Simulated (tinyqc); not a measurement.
# An infinitely deep well in a field (quantum-confined Stark shift), Airy functions: effects of single changes

Hard walls at x = -L/2 and +L/2; between them U(x) = -F x (eV, zero at the centre). C = hbar^2/(2 m0), e = (C F^2/m1)^(1/3), z1 = (F L/2 - E)/e at the left wall and z2 = (-F L/2 - E)/e at the right wall. Levels are the roots of D(E) = Ai(z1) Bi(z2) - Ai(z2) Bi(z1).

Inputs (values chosen for the exercise): mass m1 = 0.33 m0; well width L = 9.4 nm; field F = 0.0035 V/nm.

Constants: q = 1.602176634e-19 C, hbar = 1.054571817e-34 J s, m0 = 9.1093837015e-31 kg, hbar^2/(2 m0) = 0.0380998212 eV nm^2. Results are converted to the units shown.

Each table varies one quantity; the others keep the values above.

## The Stark shift against field

Exact shifts E_n(F) - E_n(0) from the roots of D; <x> = -dE_1/dF. E_n(0) = C (n pi/L)^2/m1; second-order shift m1 F^2 L^4 (1 - 15/(pi n)^2)/(48 C pi^2 n^2).

Result of one run:

| F (V/nm) | F L/E_1(0) | shift of level 1 (meV) | second order, 1 (meV) | shift of level 2 (meV) | second order, 2 (meV) | <x> of level 1 (nm) |
|---|---|---|---|---|---|---|
| 0.022 | 16.04 | -26.90 | -35.91 | 2.459 | 10.71 | 1.994 |

What becomes of these results when the field F is changed from 0.022 to 0.003 V/nm, all else the same?

Result of the changed run:

| F (V/nm) | F L/E_1(0) | shift of level 1 (meV) | second order, 1 (meV) | shift of level 2 (meV) | second order, 2 (meV) | <x> of level 1 (nm) |
|---|---|---|---|---|---|---|
| 0.003 | 2.187 | -0.6617 | -0.6678 | 0.1932 | 0.1991 | 0.4371 |

The whole series:

| F (V/nm) | F L/E_1(0) | shift of level 1 (meV) | second order, 1 (meV) | shift of level 2 (meV) | second order, 2 (meV) | <x> of level 1 (nm) |
|---|---|---|---|---|---|---|
| 0.0016 | 1.166 | -0.1894 | -0.1900 | 0.05616 | 0.05665 | 0.2362 |
| 0.0022 | 1.604 | -0.3573 | -0.3591 | 0.1054 | 0.1071 | 0.3232 |
| 0.003 | 2.187 | -0.6617 | -0.6678 | 0.1932 | 0.1991 | 0.4371 |
| 0.0042 | 3.061 | -1.286 | -1.309 | 0.3679 | 0.3903 | 0.6017 |
| 0.0059 | 4.301 | -2.496 | -2.583 | 0.6866 | 0.7702 | 0.8191 |
| 0.0082 | 5.977 | -4.687 | -4.989 | 1.198 | 1.488 | 1.080 |
| 0.011 | 8.018 | -8.094 | -8.978 | 1.833 | 2.677 | 1.345 |
| 0.016 | 11.66 | -15.76 | -19.00 | 2.626 | 5.665 | 1.700 |
| 0.022 | 16.04 | -26.90 | -35.91 | 2.459 | 10.71 | 1.994 |

The shift of level 1 falls from -0.189 to -26.9 meV, as F^(1.99) between the first two rows and F^(1.68) between the last two (second order: power 2). Second order is 0.27 % above it in size in the first row and 34 % above it in the last. The shift of level 2 goes from 0.0562 through a maximum of 2.63 (at F = 0.016 V/nm among the rows listed) to 2.46 meV.

## The Stark shift against well width

Same model as above.

The Stark shift against well width:

| L (nm) | F L/E_1(0) | shift of level 1 (meV) | second order, 1 (meV) | shift of level 2 (meV) | second order, 2 (meV) | <x> of level 1 (nm) |
|---|---|---|---|---|---|---|
| 3.9 | 0.1822 | -0.02693 | -0.02693 | 0.008030 | 0.008032 | 0.01539 |
| 5.4 | 0.4837 | -0.09895 | -0.09899 | 0.02948 | 0.02952 | 0.05652 |
| 7 | 1.054 | -0.2789 | -0.2795 | 0.08277 | 0.08336 | 0.1590 |
| 8.6 | 1.954 | -0.6321 | -0.6368 | 0.1854 | 0.1899 | 0.3586 |
| 10.2 | 3.260 | -1.235 | -1.260 | 0.3515 | 0.3758 | 0.6921 |
| 11.7 | 4.919 | -2.088 | -2.182 | 0.5604 | 0.6506 | 1.145 |
| 13.3 | 7.226 | -3.339 | -3.643 | 0.7958 | 1.086 | 1.766 |
| 14.9 | 10.16 | -4.931 | -5.738 | 0.9469 | 1.711 | 2.488 |

The shift of level 1 falls from -0.0269 to -4.93 meV, as L^(4.00) between the first two rows and L^(3.43) between the last two (second order: power 4). Second order is within 0.01 % of it in size in the first row and 16 % above it in the last. The shift of level 2 rises from 0.00803 to 0.947 meV.

Computed by the program tinyqc: `OMP_NUM_THREADS=1 python tinyqc.py 2580127 2580128 out.jsonl`, one thread of a shared Intel Xeon 2.30GHz, about 0.03 s for the whole run.
